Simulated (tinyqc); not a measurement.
# Planar ballistic transistor, top-of-the-barrier model: effect of the temperature

At the top of the source barrier, states moving towards the drain are filled by the source (Fermi level 0) and states moving back by the drain (Fermi level -q Vd); nothing scatters. U is the shift of the band edge there, set by the capacitances CG, CD and CS (the total) and by the charge. Parabolic two-dimensional band; the source is grounded.

N0 = gv m kB T/(pi hbar^2), CG = eps0 eox/tox, vT = sqrt(2 kB T/(pi m)), CS = CG/aG, n0 = n at U = 0 and Vd = 0. eta1 = -(E0 + U)/Vt, eta2 = eta1 - Vd/Vt, n = (N0/2)[F_0(eta1) + F_0(eta2)], F_0(x) = ln(1 + exp x). U = UL + q (n - n0)/CS with UL = -(aG Vg + aD Vd), energies in eV. I = q (N0/2) vT [F_(1/2)(eta1) - F_(1/2)(eta2)] per width, F_(1/2)(x) = (2/sqrt(pi)) int_0^infinity u^(1/2)/(1 + exp(u - x)) du. CQ = (q/Vt) dn/d(eta1). E0 is held fixed.

Inputs (values chosen for the exercise); mass and valleys close to those of a monolayer dichalcogenide:
- m = 0.487 m0 (effective mass)
- gv = 2 (valley degeneracy)
- eox = 16 (relative permittivity of the gate insulator)
- tox = 1.5 nm (insulator thickness)
- aG = 0.76 (gate control CG/CS)
- aD = 0.064 (drain control CD/CS)
- E0 = 0.15 eV (band edge at the barrier top above the source Fermi level at zero bias)
- Vg = 0.8 V (gate voltage)
- Vd = 0.8 V (drain voltage)

Constants: q = 1.602176634e-19 C, kB = 1.380649e-23 J/K, hbar = 1.054571817e-34 J s, m0 = 9.1093837015e-31 kg, Vt = kB T/q, eps0 = 8.8541878128e-14 F/cm where lengths are in cm. Results are converted to the units shown.

Result of one run:
```
eta1	n (cm^-2)	I (uA/um)	mean velocity I/(q n) (cm/s)	CQ/CS
4.5344	2.8684e13	6594.7	1.4350e7	2.5950
```

Which temperature T gave this result: 120, 180, 240, 360 or 420 K?

T = 360 K.

The whole series:
```
T (K)	eta1	n (cm^-2)	I (uA/um)	mean velocity I/(q n) (cm/s)	CQ/CS
50	32.621	2.8593e13	6202.2	1.3539e7	2.6228
77	21.182	2.8593e13	6212.1	1.3560e7	2.6228
120	13.592	2.8593e13	6236.6	1.3614e7	2.6228
180	9.0614	2.8594e13	6289.3	1.3728e7	2.6225
240	6.7962	2.8599e13	6364.8	1.3891e7	2.6199
300	5.4380	2.8623e13	6465.6	1.4099e7	2.6115
360	4.5344	2.8684e13	6594.7	1.4350e7	2.5950
420	3.8916	2.8802e13	6754.1	1.4636e7	2.5704
```

As T goes from 50 to 420 K, n rises from 2.86e13 to 2.88e13 cm^-2, the mean velocity rises from 1.35e7 to 1.46e7 cm/s and the current rises from 6200 to 6750 uA/um. CQ/CS stays near 2.6.

Program tinyqc, `OMP_NUM_THREADS=1 python tinyqc.py 2400057 2400058 out.jsonl`; Intel Xeon 2.30GHz, shared host, one thread, about 0.01 s.
